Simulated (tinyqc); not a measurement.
Worked calculation (part 1 of 2): CIS and TDHF on RHF in the sto-6g basis, frozen core, for BeH2, spin multiplicity 1. Computed by tinyqc, a small Python program that keeps every step (integrals from PySCF). Settings: charge = 0, multiplicity = 1, basis = sto-6g, method = RHF, frozen orbitals = 1, energy threshold = 1e-10, iteration cap = 55, orthogonalisation = canonical, start = core, DIIS depth = 6, TDHF = 1. Command: `OMP_NUM_THREADS=1 python tinyqc.py 20270 20271 out.jsonl` (the two numbers bound the seeds that draw the settings). One thread of a shared host (Intel(R) Xeon(R) Processor @ 2.60GHz), about 0.1 s of CPU time with the checks. The early iterations of the SCF are left out here.

## One-electron integrals

Geometry (angstrom):
```
atom         x          y         z
Be    0.000000   0.000000  0.000000
H     0.000000   1.478000  0.146000
H     0.000000  -1.478000  0.146000
```

Basis sto-6g: exponents (1/bohr^2) and contraction coefficients of normalised primitives:
```
element  l (shell)    exponent  coefficient
Be           s (1)  312.870494     0.009164
Be           s (1)   57.364463     0.049361
Be           s (1)   16.048509     0.168538
Be           s (1)    5.513096     0.370563
Be           s (1)    2.140897     0.416492
Be           s (1)    0.881739     0.130334
Be           s (2)   13.633247    -0.013253
Be           s (2)    2.698375    -0.046992
Be           s (2)    0.838653    -0.033785
Be           s (2)    0.322660     0.250242
Be           s (2)    0.140131     0.595117
Be           s (2)    0.064233     0.240706
Be           p (3)   13.633247     0.003760
Be           p (3)    2.698375     0.037679
Be           p (3)    0.838653     0.173897
Be           p (3)    0.322660     0.418036
Be           p (3)    0.140131     0.425860
Be           p (3)    0.064233     0.101708
H            s (1)   35.523221     0.009164
H            s (1)    6.513144     0.049361
H            s (1)    1.822143     0.168538
H            s (1)    0.625955     0.370563
H            s (1)    0.243077     0.416492
H            s (1)    0.100112     0.130334
```

Overlap, kinetic and nuclear-attraction integrals over the contracted functions; the nuclear repulsion is the sum of Za Zb / Rab.

nuclear repulsion = 3.02943273 hartree

overlap S, lower triangle:
```
           1Be 1s    1Be 2s   1Be 2px    1Be 2py   1Be 2pz     2H 1s     3H 1s
1Be 1s   1.000000
1Be 2s   0.254764  1.000000
1Be 2px  0.000000  0.000000  1.000000
1Be 2py  0.000000  0.000000  0.000000   1.000000
1Be 2pz  0.000000  0.000000  0.000000   0.000000  1.000000
2H 1s    0.052219  0.403595  0.000000   0.478851  0.047302  1.000000
3H 1s    0.052219  0.403595  0.000000  -0.478851  0.047302  0.023478  1.000000
```

kinetic energy T (hartree), lower triangle:
```
            1Be 1s    1Be 2s   1Be 2px    1Be 2py   1Be 2pz      2H 1s     3H 1s
1Be 1s    6.768753
1Be 2s   -0.207382  0.220121
1Be 2px   0.000000  0.000000  0.661265
1Be 2py   0.000000  0.000000  0.000000   0.661265
1Be 2pz   0.000000  0.000000  0.000000   0.000000  0.661265
2H 1s    -0.013349  0.048713  0.000000   0.147779  0.014598   0.768522
3H 1s    -0.013349  0.048713  0.000000  -0.147779  0.014598  -0.006027  0.768522
```

nuclear attraction V (hartree), lower triangle:
```
             1Be 1s     1Be 2s    1Be 2px    1Be 2py    1Be 2pz      2H 1s      3H 1s
1Be 1s   -15.427395
1Be 2s    -1.832276  -2.981914
1Be 2px    0.000000   0.000000  -2.915233
1Be 2py    0.000000   0.000000   0.000000  -3.113073
1Be 2pz   -0.003034  -0.025808   0.000000   0.000000  -2.917164
2H 1s     -0.408924  -1.129190   0.000000  -1.312786  -0.132156  -2.837726
3H 1s     -0.408924  -1.129190   0.000000   1.312786  -0.132156  -0.073833  -2.837726
```

core Hamiltonian H = T + V (hartree), lower triangle:
```
            1Be 1s     1Be 2s    1Be 2px    1Be 2py    1Be 2pz      2H 1s      3H 1s
1Be 1s   -8.658642
1Be 2s   -2.039659  -2.761793
1Be 2px   0.000000   0.000000  -2.253968
1Be 2py   0.000000   0.000000   0.000000  -2.451807
1Be 2pz  -0.003034  -0.025808   0.000000   0.000000  -2.255898
2H 1s    -0.422274  -1.080477   0.000000  -1.165007  -0.117558  -2.069204
3H 1s    -0.422274  -1.080477   0.000000   1.165007  -0.117558  -0.079860  -2.069204
```

## Two-electron integrals

Functions are numbered as in S; the eight-fold symmetry (ij|kl) = (ji|kl) = (kl|ij) leaves the list below.

Two-electron integrals (ij|kl) in chemists' order, unique and non-zero (hartree):
```
(11|11) 2.299996    (21|11) 0.361879    (21|21) 0.071926    (22|11) 0.570332
(22|21) 0.139654    (22|22) 0.417773    (31|31) 0.015252    (32|31) 0.022555
(32|32) 0.092340    (33|11) 0.570332    (33|21) 0.139654    (33|22) 0.417773
(33|33) 0.450117    (41|41) 0.015252    (42|41) 0.022555    (42|42) 0.092340
(43|43) 0.024258    (44|11) 0.570332    (44|21) 0.139654    (44|22) 0.417773
(44|33) 0.401601    (44|44) 0.450117    (51|51) 0.015252    (52|51) 0.022555
(52|52) 0.092340    (53|53) 0.024258    (54|54) 0.024258    (55|11) 0.570332
(55|21) 0.139654    (55|22) 0.417773    (55|33) 0.401601    (55|44) 0.401601
(55|55) 0.450117    (61|11) 0.076106    (61|21) 0.014695    (61|22) 0.028438
(61|33) 0.028203    (61|41) 0.001448    (61|42) 0.002816    (61|44) 0.028901
(61|51) 0.000143    (61|52) 0.000278    (61|54) 0.000069    (61|55) 0.028210
(61|61) 0.003176    (62|11) 0.186973    (62|21) 0.046534    (62|22) 0.152026
(62|33) 0.146246    (62|41) 0.006453    (62|42) 0.038321    (62|44) 0.163418
(62|51) 0.000637    (62|52) 0.003785    (62|54) 0.001696    (62|55) 0.146413
(62|61) 0.010526    (62|62) 0.083164    (63|31) 0.004430    (63|32) 0.020302
(63|43) 0.006603    (63|53) 0.000652    (63|63) 0.007509    (64|11) 0.201583
(64|21) 0.050796    (64|22) 0.173350    (64|33) 0.163170    (64|41) 0.010410
(64|42) 0.059588    (64|44) 0.193543    (64|51) 0.000591    (64|52) 0.003881
(64|54) 0.002348    (64|55) 0.163337    (64|61) 0.012045    (64|62) 0.107798
(64|64) 0.144144    (65|11) 0.019913    (65|21) 0.005018    (65|22) 0.017124
(65|33) 0.016118    (65|41) 0.000591    (65|42) 0.003881    (65|44) 0.017814
(65|51) 0.004489    (65|52) 0.020686    (65|54) 0.006771    (65|55) 0.017439
(65|61) 0.001190    (65|62) 0.010648    (65|64) 0.013497    (65|65) 0.008843
(66|11) 0.354484    (66|21) 0.090000    (66|22) 0.328548    (66|33) 0.304931
(66|41) 0.014505    (66|42) 0.111214    (66|44) 0.375099    (66|51) 0.001433
(66|52) 0.010986    (66|54) 0.006931    (66|55) 0.305615    (66|61) 0.021038
(66|62) 0.229579    (66|64) 0.315599    (66|65) 0.031176    (66|66) 0.774999
(71|11) 0.076106    (71|21) 0.014695    (71|22) 0.028438    (71|33) 0.028203
(71|41) -0.001448   (71|42) -0.002816   (71|44) 0.028901    (71|51) 0.000143
(71|52) 0.000278    (71|54) -0.000069   (71|55) 0.028210    (71|61) 0.002877
(71|62) 0.008720    (71|64) 0.009156    (71|65) 0.000992    (71|66) 0.016653
(71|71) 0.003176    (72|11) 0.186973    (72|21) 0.046534    (72|22) 0.152026
(72|33) 0.146246    (72|41) -0.006453   (72|42) -0.038321   (72|44) 0.163418
(72|51) 0.000637    (72|52) 0.003785    (72|54) -0.001696   (72|55) 0.146413
(72|61) 0.008720    (72|62) 0.042907    (72|64) 0.044652    (72|65) 0.005410
(72|66) 0.087180    (72|71) 0.010526    (72|72) 0.083164    (73|31) 0.004430
(73|32) 0.020302    (73|43) -0.006603   (73|53) 0.000652    (73|63) 0.003044
(73|73) 0.007509    (74|11) -0.201583   (74|21) -0.050796   (74|22) -0.173350
(74|33) -0.163170   (74|41) 0.010410    (74|42) 0.059588    (74|44) -0.193543
(74|51) -0.000591   (74|52) -0.003881   (74|54) 0.002348    (74|55) -0.163337
(74|61) -0.009156   (74|62) -0.044652   (74|64) -0.044774   (74|65) -0.005549
(74|66) -0.089559   (74|71) -0.012045   (74|72) -0.107798   (74|74) 0.144144
(75|11) 0.019913    (75|21) 0.005018    (75|22) 0.017124    (75|33) 0.016118
(75|41) -0.000591   (75|42) -0.003881   (75|44) 0.017814    (75|51) 0.004489
(75|52) 0.020686    (75|54) -0.006771   (75|55) 0.017439    (75|61) 0.000992
(75|62) 0.005410    (75|64) 0.005549    (75|65) 0.003712    (75|66) 0.011223
(75|71) 0.001190    (75|72) 0.010648    (75|74) -0.013497   (75|75) 0.008843
(76|11) 0.013367    (76|21) 0.003241    (76|22) 0.009727    (76|33) 0.009529
(76|44) 0.010095    (76|51) 0.000085    (76|52) 0.000415    (76|55) 0.009556
(76|61) 0.000666    (76|62) 0.003751    (76|64) 0.004391    (76|65) 0.000520
(76|66) 0.008649    (76|71) 0.000666    (76|72) 0.003751    (76|74) -0.004391
(76|75) 0.000520    (76|76) 0.000234    (77|11) 0.354484    (77|21) 0.090000
(77|22) 0.328548    (77|33) 0.304931    (77|41) -0.014505   (77|42) -0.111214
(77|44) 0.375099    (77|51) 0.001433    (77|52) 0.010986    (77|54) -0.006931
(77|55) 0.305615    (77|61) 0.016653    (77|62) 0.087180    (77|64) 0.089559
(77|65) 0.011223    (77|66) 0.179000    (77|71) 0.021038    (77|72) 0.229579
(77|74) -0.315599   (77|75) 0.031176    (77|76) 0.008649    (77|77) 0.774999
```

## Orthogonalisation

S = U s U^T; canonical form X = U s^(-1/2), so that X^T S X = 1. Each column of U has its largest component positive (the first on a tie).

eigenvalues of S: 0.310962  0.406509  0.937721  1.000000  1.011773  1.665560  1.667476

X:
```
                 1          2          3         4          5          6         7
1Be 1s    0.000000  -0.359621   0.867014  0.000000  -0.361674   0.000000  0.257054
1Be 2s    0.000000   1.132618  -0.103026  0.000000  -0.063131   0.000000  0.527812
1Be 2px   0.000000   0.000000   0.000000  1.000000   0.000000   0.000000  0.000000
1Be 2py   1.256999   0.000000   0.000000  0.000000   0.000000   0.552632  0.000000
1Be 2pz   0.000000   0.114652   0.403604  0.000000   0.909906   0.000000  0.050361
2H 1s    -0.904374  -0.719262  -0.265697  0.000000   0.113230   0.384055  0.355324
3H 1s     0.904374  -0.719262  -0.265697  0.000000   0.113230  -0.384055  0.355324
```

## Iteration 7 (converged): orbitals

converged F (hartree), lower triangle:
```
            1Be 1s     1Be 2s   1Be 2px    1Be 2py    1Be 2pz      2H 1s      3H 1s
1Be 1s   -4.596350
1Be 2s   -1.249306  -0.576637
1Be 2px   0.000000   0.000000  0.210232
1Be 2py   0.000000   0.000000  0.000000  -0.177618
1Be 2pz   0.002137  -0.018732  0.000000   0.000000   0.207790
2H 1s    -0.260813  -0.362764  0.000000  -0.313409  -0.024417  -0.261985
3H 1s    -0.260813  -0.362764  0.000000   0.313409  -0.024417  -0.026566  -0.261985
```

Diagonalise F' = X^T F X, C = X C', fill 3 alpha and 3 beta electrons from the bottom; D = 2 C_occ C_occ^T. Each column has its largest component positive (the first on a tie).

F' = X^T F X (hartree), lower triangle:
```
          1          2          3         4          5          6          7
1  0.759389
2  0.000000   0.303002
3  0.000000   0.573885  -3.030832
4  0.000000   0.000000   0.000000  0.210232
5  0.000000  -0.233593   1.461197  0.000000  -0.452171
6  0.050826   0.000000   0.000000  0.000000   0.000000  -0.389766
7  0.000000   0.246421  -1.479639  0.000000   0.691823   0.000000  -1.245806
```

orbital energies (hartree): MO1 -4.597901, MO2 -0.432637, MO3 -0.392009, MO4 0.205203, MO5 0.210232, MO6 0.399528, MO7 0.761632

coefficients C:
```
               MO1        MO2        MO3        MO4       MO5        MO6        MO7
1Be 1s    0.994707  -0.204866   0.000000   0.046772  0.000000  -0.210537   0.000000
1Be 2s    0.021102   0.583351   0.000000  -0.211175  0.000000   1.091179   0.000000
1Be 2px   0.000000   0.000000   0.000000   0.000000  1.000000   0.000000   0.000000
1Be 2py   0.000000   0.000000   0.496661   0.000000  0.000000   0.000000   1.280147
1Be 2pz  -0.000162   0.022631   0.000000   0.976388  0.000000   0.229479   0.000000
2H 1s    -0.002461   0.395776   0.423564   0.096432  0.000000  -0.749043  -0.886557
3H 1s    -0.002461   0.395776  -0.423564   0.096432  0.000000  -0.749043   0.886557
```

D after iteration 7, lower triangle:
```
            1Be 1s    1Be 2s   1Be 2px    1Be 2py   1Be 2pz      2H 1s     3H 1s
1Be 1s    2.062824
1Be 2s   -0.197037  0.681487
1Be 2px   0.000000  0.000000  0.000000
1Be 2py   0.000000  0.000000  0.000000   0.493344
1Be 2pz  -0.009595  0.026397  0.000000   0.000000  0.001024
2H 1s    -0.167057  0.461649  0.000000   0.420735  0.017914   0.672102
3H 1s    -0.167057  0.461649  0.000000  -0.420735  0.017914  -0.045524  0.672102
```

## Convergence

Stop when the energy changes by less than 1e-10 hartree and every element of the error matrix X^T (F D S - S D F) X is below 3e-06.

Course of the cycle:
```
iteration   E (hartree)     change  largest element of the error matrix
1          -15.03495569          -                             7.86e-01
2          -15.69543157  -6.60e-01                             5.03e-02
3          -15.69757686  -2.15e-03                             5.05e-03
4          -15.69764092  -6.41e-05                             1.28e-03
5          -15.69764484  -3.92e-06                             3.16e-05
6          -15.69764484  -1.85e-09                             5.01e-06
7          -15.69764484  -2.40e-11                             7.27e-08
```

PySCF RHF in the same basis = -15.69764484 hartree

Converged in 7 iterations.

## Integrals over molecular orbitals

(pq|rs) = sum C_ip C_jq C_kr C_ls (ij|kl), one index at a time.

one-electron integrals over orbitals h = C^T H C (hartree), lower triangle:
```
           1          2          3          4          5          6          7
1  -8.649747
2   0.212042  -2.355868
3   0.000000   0.000000  -2.298914
4  -0.052069   0.020165   0.000000  -2.245920
5   0.000000   0.000000   0.000000   0.000000  -2.253968
6   0.205161  -0.232042   0.000000  -0.049489   0.000000  -1.931069
7   0.000000   0.000000  -0.302247   0.000000   0.000000   0.000000  -1.856374
```

Two-electron integrals over orbitals (pq|rs), unique and non-zero (hartree); the lowest 1 orbital is frozen and left out:
```
(22|22) 0.383018    (32|32) 0.161549    (33|22) 0.395268    (33|33) 0.418125
(42|22) 0.009252    (42|33) 0.010322    (42|42) 0.047637    (43|32) 0.013459
(43|43) 0.014908    (44|22) 0.355979    (44|33) 0.341965    (44|42) -0.026988
(44|44) 0.453324    (52|52) 0.047326    (53|53) 0.013142    (54|52) -0.009202
(54|54) 0.025700    (55|22) 0.357933    (55|33) 0.342360    (55|42) -0.009736
(55|44) 0.400494    (55|55) 0.450117    (62|22) -0.016808   (62|33) -0.041297
(62|42) -0.004363   (62|44) 0.057185    (62|55) 0.062646    (62|62) 0.081409
(63|32) -0.091381   (63|43) -0.011150   (63|63) 0.083212    (64|22) 0.002451
(64|33) -0.003823   (64|42) 0.039742    (64|44) -0.003635   (64|55) 0.007067
(64|62) 0.021445    (64|64) 0.045037    (65|52) 0.046004    (65|54) -0.006083
(65|65) 0.049349    (66|22) 0.386347    (66|33) 0.395229    (66|42) 0.024473
(66|44) 0.354254    (66|55) 0.361136    (66|62) -0.021704   (66|64) 0.015383
(66|66) 0.409139    (72|32) -0.042034   (72|43) -0.011666   (72|63) 0.061557
(72|72) 0.057717    (73|22) -0.002642   (73|33) -0.018977   (73|42) -0.016363
(73|44) 0.066128    (73|55) 0.066738    (73|62) 0.075678    (73|64) 0.009820
(73|66) -0.020400   (73|73) 0.086209    (74|32) -0.027142   (74|43) 0.011209
(74|63) 0.016329    (74|72) 0.004688    (74|74) 0.021740    (75|53) 0.013415
(75|75) 0.016797    (76|32) 0.138297    (76|43) 0.014670    (76|63) -0.088942
(76|72) -0.050077   (76|74) -0.022952   (76|76) 0.132497    (77|22) 0.409110
(77|33) 0.426191    (77|42) 0.001976    (77|44) 0.383140    (77|55) 0.381756
(77|62) -0.023519   (77|64) -0.005999   (77|66) 0.418284    (77|73) -0.000610
(77|77) 0.464238
```

## CIS matrix, singlets

A(ia,jb) = (e_a - e_i) d_ij d_ab + 2 (ia|jb) - (ij|ab).

CIS matrix A, singlet (hartree), lower triangle:
```
           2>4       2>5       2>6        2>7        3>4       3>5       3>6       3>7
2>4   0.377136
2>5   0.000000  0.379590
2>6  -0.011176  0.000000  0.608636
2>7   0.000000  0.000000  0.000000   0.900594
3>4   0.000000  0.000000  0.000000   0.003810   0.285064
3>5   0.000000  0.000000  0.000000   0.000000   0.000000  0.286166
3>6   0.000000  0.000000  0.000000  -0.015184  -0.018477  0.000000  0.562732
3>7  -0.005583  0.000000  0.013059   0.000000   0.000000  0.000000  0.000000  0.899868
```

## CIS singlet states

dipole integrals <i|r|a> (bohr):
```
            x          y          z
2>4  0.000000   0.000000   0.956982
2>5  0.960336   0.000000   0.000000
2>6  0.000000   0.000000   0.073219
2>7  0.000000  -0.662301   0.000000
3>4  0.000000   0.143807   0.000000
3>5  0.000000   0.000000   0.000000
3>6  0.000000  -1.253965   0.000000
3>7  0.000000   0.000000  -0.185623
```

Diagonalise A (1 hartree = 27.211386 eV); each vector has its largest component positive (the first on a tie). The transition dipole is mu = sqrt2 sum c_ia <i|r|a>.

singlet excitation energies (eV): 7.723322  7.786966  10.246469  10.329157  15.326886  16.559940  24.504472  24.525886

lowest vectors:
```
       state 1   state 2   state 3   state 4    state 5    state 6
2>4   0.000000  0.000000  0.998823  0.000000   0.000000  -0.047086
2>5   0.000000  0.000000  0.000000  1.000000   0.000000   0.000000
2>6   0.000000  0.000000  0.047565  0.000000   0.000000   0.997848
2>7  -0.004542  0.000000  0.000000  0.000000   0.045608   0.000000
3>4   0.997819  0.000000  0.000000  0.000000  -0.065581   0.000000
3>5   0.000000  1.000000  0.000000  0.000000   0.000000   0.000000
3>6   0.065856  0.000000  0.000000  0.000000   0.996804   0.000000
3>7   0.000000  0.000000  0.009469  0.000000   0.000000  -0.045636
```

oscillator strengths 2/3 w |mu|^2: 0.001546  0.000000  0.460377  0.466766  1.248961  0.001079

## TDHF (RPA) singlet states

B(ia,jb) = 2 (ia|jb) - (ib|ja); the squared energies are the eigenvalues of (A - B)(A + B); 1 hartree = 27.211386 eV.

TDHF matrix B, singlet (hartree), lower triangle:
```
           2>4       2>5       2>6        2>7        3>4       3>5       3>6       3>7
2>4   0.047637
2>5   0.000000  0.047326
2>6  -0.004363  0.000000  0.081409
2>7   0.000000  0.000000  0.000000   0.057717
3>4   0.000000  0.000000  0.000000  -0.006970   0.014908
3>5   0.000000  0.000000  0.000000   0.000000   0.000000  0.013142
3>6   0.000000  0.000000  0.000000   0.047435  -0.011150  0.000000  0.083212
3>7  -0.021059  0.000000  0.089800   0.000000   0.000000  0.000000  0.000000  0.086209
```

squared energies w^2 (hartree^2): 0.080326  0.081718  0.139408  0.141848  0.307583  0.357895  0.792401  0.806937

TDHF energies from the positive w^2 (eV): 7.712216  7.778749  10.160013  10.248562  15.091491  16.279026  24.222729  24.443902

## CIS matrix, triplets

A(ia,jb) = (e_a - e_i) d_ij d_ab - (ij|ab).

CIS matrix A, triplet (hartree), lower triangle:
```
           2>4       2>5        2>6        2>7       3>4       3>5       3>6       3>7
2>4   0.281862
2>5   0.000000  0.284937
2>6  -0.002451  0.000000   0.445818
2>7   0.000000  0.000000   0.000000   0.785160
3>4   0.000000  0.000000   0.000000   0.027142  0.255247
3>5   0.000000  0.000000   0.000000   0.000000  0.000000  0.259881
3>6   0.000000  0.000000   0.000000  -0.138297  0.003823  0.000000  0.396309
3>7   0.027142  0.000000  -0.138297   0.000000  0.000000  0.000000  0.000000  0.727451
```

## CIS triplet states

Diagonalise A (1 hartree = 27.211386 eV); each vector has its largest component positive (the first on a tie).

triplet excitation energies (eV): 6.878083  7.071724  7.617268  7.753522  9.620889  10.608297  21.370562  22.596053

lowest vectors:
```
       state 1   state 2    state 3   state 4   state 5   state 6
2>4   0.000000  0.000000   0.996008  0.000000  0.000000  0.072773
2>5   0.000000  0.000000   0.000000  1.000000  0.000000  0.000000
2>6   0.000000  0.000000  -0.048015  0.000000  0.000000  0.924952
2>7  -0.076610  0.000000   0.000000  0.000000  0.296219  0.000000
3>4   0.992011  0.000000   0.000000  0.000000  0.118629  0.000000
3>5   0.000000  1.000000   0.000000  0.000000  0.000000  0.000000
3>6  -0.100227  0.000000   0.000000  0.000000  0.947724  0.000000
3>7   0.000000  0.000000  -0.075246  0.000000  0.000000  0.373051
```
